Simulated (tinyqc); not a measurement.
## MOSFET in the linear regime without short-channel effects, parameter extraction from computed curves: extraction methods against the temperature

Inversion charge Q = Cox n Vt W0(exp((Vg - VT)/(n Vt))), W0 the Lambert function and n = nf; u = Q/Cox; mobility mu = mu0/(1 + th1 u + th2 u^2); channel resistance Rch = (L - dL)/(W mu Q); Id = Vd/(Rch + Rsd/W). Cox = eps0 eox/tox. Small Vd, no channel-length or drain effects.

From the continuous curve Id(Vg): tangent at peak gm (V_ext = Vg - Id/gm); constant current Id = 0.1 uA W/L; peak of d2Id/dVg2; Y = Id/sqrt(gm) drawn through Vg = VT + 0.6 and VT + 0.8 V, with intercept VT_Y and slope s. Mobilities gm,max L/(W Cox Vd) and s^2 L/(W Cox Vd) with the drawn L. Last column: share of Rsd/W in the total resistance at VT + 0.8 V.

Inputs (values chosen for the exercise); channel values of the order met in silicon transistors:
- eox = 8.89 (relative permittivity of the gate insulator (close to aluminium oxide))
- tox = 3.4 nm (insulator thickness)
- mu0 = 310 cm^2/(V s) (low-field mobility)
- th1 = 0.28 1/V (first mobility attenuation factor)
- th2 = 0.23 1/V^2 (second mobility attenuation factor)
- VT = 0.36 V (threshold voltage)
- nf = 1.24 (body factor)
- W = 0.5 um (gate width)
- L = 0.09 um (drawn gate length)
- dL = 0.002 um (drawn less effective length)
- Rsd = 220 ohm um (source plus drain resistance)
- Vd = 0.025 V (drain voltage)

Constants: q = 1.602176634e-19 C, kB = 1.380649e-23 J/K, Vt = kB T/q, eps0 = 8.8541878128e-14 F/cm where lengths are in cm. Results are converted to the units shown.

Result of one run:
columns A: V_ext (V); B: constant current (V); C: second derivative (V); D: VT_Y (V); E: mobility from gm (cm^2/(V s)); F: mobility from Y (cm^2/(V s)); G: series share (%)
```
A          B      C      D    E    F     G
0.356  0.348  0.354  0.457  197  409  49.9
```

Which temperature T gave this result: 110, 150, 220 or 370 K?

T = 150 K.

The whole series:
columns A: T (K); B: V_ext (V); C: constant current (V); D: second derivative (V); E: VT_Y (V); F: mobility from gm (cm^2/(V s)); G: mobility from Y (cm^2/(V s)); H: series share (%)
```
A        B      C      D      E    F    G     H
77   0.361  0.362  0.357  0.451  224  428  50.4
110  0.359  0.357  0.356  0.454  210  419  50.1
150  0.356  0.348  0.354  0.457  197  409  49.9
220  0.348  0.331  0.349  0.460  180  392  49.4
300  0.338  0.309  0.343  0.461  166  376  49.0
370  0.328  0.288  0.337  0.460  156  362  48.7
450  0.316  0.261  0.329  0.457  146  348  48.3
```

The model has VT = 0.36 V and mu0 = 310 cm^2/(V s). Over the table the extracted thresholds move by 45 mV (tangent), 100 mV (constant current), 29 mV (second derivative), 9.3 mV (Y function). The mobility from gm falls from 224 to 146 and that from Y falls from 428 to 348 cm^2/(V s).

Computed by the program tinyqc: `OMP_NUM_THREADS=1 python tinyqc.py 2210003 2210004 out.jsonl`, one thread of a shared Intel Xeon 2.30GHz, about 0.01 s for the whole run.
